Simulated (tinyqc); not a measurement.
Gate sweep: gated graphene: carriers, quantum capacitance and optical conductivity.

Cones E = +/- hv |k|, four flavours, D(E) = 2|E|/(pi hv^2). n = (2/pi)(kT/hv)^2 F_1(mu/kT), p = (2/pi)(kT/hv)^2 F_1(-mu/kT), in 1/angstrom^2 (1e16 for 1/cm^2); F_1(eta) = integral_0^infinity x dx/(1 + exp(x - eta)). Cq/e^2 = d(n - p)/d mu = (2 kT/(pi hv^2)) ln(2 + 2 cosh(mu/kT)).

Gate: V = mu/e + e (n - p)/Cox with Cox/e^2 = k/(4 pi e2 t), t in angstrom, e2 = e^2/(4 pi eps0); 1/(eV angstrom^2) in C/e^2 equals 1602.176634 microfarad/cm^2; total 1/C = 1/Cox + 1/Cq.

Constants: kB = 8.617333262e-05 eV/K; e^2/(4 pi eps0) = 14.39964547 eV angstrom.

Parameters, chosen for this exercise (Fermi velocity near that of graphene, gate dielectric near HfO2; not measured data):
```
symbol  value  unit         meaning
hv      7.03   eV angstrom  hbar vF
T       300    K
k       17.82               dielectric constant of the gate layer
t       10     nm           its thickness
```

Results:
```
V (V)  mu (eV)  n - p (1/cm^2)  n + p (1/cm^2)  Cq (microfarad/cm^2)  C/Cox  Cox V/e (1/cm^2)
0       0.0000               0        1.42e+11                 0.740  0.319                 0
0.017   0.0115        5.39e+10        1.50e+11                 0.766  0.327          1.67e+11
0.046   0.0305        1.52e+11        2.02e+11                 0.916  0.367          4.53e+11
0.12    0.0724        4.69e+11        4.79e+11                  1.56  0.497          1.18e+12
0.23    0.1206        1.08e+12        1.08e+12                  2.50  0.613          2.27e+12
0.41    0.1811        2.25e+12        2.25e+12                  3.74  0.703          4.04e+12
0.58    0.2274        3.47e+12        3.47e+12                  4.69  0.748          5.71e+12
0.87    0.2932        5.68e+12        5.68e+12                  6.05  0.793          8.57e+12
1.3     0.3735        9.12e+12        9.12e+12                  7.71  0.830          1.28e+13
```

At neutrality n + p = 1.42e+11 1/cm^2 of thermal carriers remain and C/Cox = 0.319; at the last row C/Cox = 0.830 and the plain capacitor rule overstates n - p by 40.3 %. Between the last two rows mu goes as V^0.60; for |mu| well above kT the limits are 1/2 where Cox is small against Cq and 1 where it is large.

Program tinyqc; command `OMP_NUM_THREADS=1 python tinyqc.py 1651078 1651079 out.jsonl`; about 0.01 s on one thread of a shared Intel(R) Xeon(R) Processor @ 2.30GHz.
